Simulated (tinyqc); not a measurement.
Resistance of a source-drain extension with a graded tip: one step of the calculation.

y runs along the channel, the gate covers y > 0. The doping is N0 for y < y0 and N0 10^(-(y - y0)/la) beyond, uniform over the depth xj. Sheet conductance s(y) = q mu(N) max(N - Nch, 0) xj + (for y > 0) ma Cox Vo, with mu(N) = u0 + (u1 - u0)/(1 + (N/Nr)^au) and Cox = eps0 eox/tox. Current is taken as one-dimensional; depletion of the tip, spreading and the contact are left out. The metallurgical junction lies at yj, where N = Nch.

Question. Resistance of the overlapped part. Midpoint rule on 9 equal steps from 0 to yj: R_ov = sum h/s(y), per width.

Parameters, values chosen for the exercise; mobility law close to that of electrons in silicon: relative permittivity of the gate insulator (close to silicon dioxide) eox = 3.9; insulator thickness tox = 1.9 nm; active doping of the extension far from the gate N0 = 5.1e19 cm^-3; lateral abruptness la = 3.2 nm/decade; position under the gate where the fall begins (gate edge at 0) y0 = -0.1 nm; depth of the extension xj = 23 nm; channel doping Nch = 1.6e18 cm^-3; gate overdrive Vo = 0.67 V; mobility of the gate-induced layer ma = 89 cm^2/(V s); mobility at low doping u1 = 1414 cm^2/(V s); mobility at high doping u0 = 68.5 cm^2/(V s); reference doping Nr = 9.2e16 cm^-3; exponent au = 0.711.

Constants: q = 1.602176634e-19 C, eps0 = 8.8541878128e-14 F/cm where lengths are in cm. Results are converted to the units shown.

Find: y; N; doped conductance; sheet resistance; R_ov.

Answer.

```
point	y (nm)	N (cm^-3)	doped conductance (uS)	sheet resistance (ohm/square)
0	0.26172	3.9313e19	1200.6	763.97
1	0.78517	2.6975e19	858.27	1034.5
2	1.3086	1.8509e19	615.48	1381.5
3	1.8321	1.2700e19	440.96	1820.4
4	2.3555	8.7141e18	313.06	2372.8
5	2.8790	5.9792e18	216.71	3076.1
6	3.4024	4.1027e18	141.31	4005.1
7	3.9259	2.8151e18	79.314	5328.0
8	4.4493	1.9316e18	25.300	7480.9
```

R_ov = 14.271 ohm um

Program tinyqc, `OMP_NUM_THREADS=1 python tinyqc.py 2282228 2282229 out.jsonl`; Intel Xeon 2.30GHz, shared host, one thread, about 0.04 s.
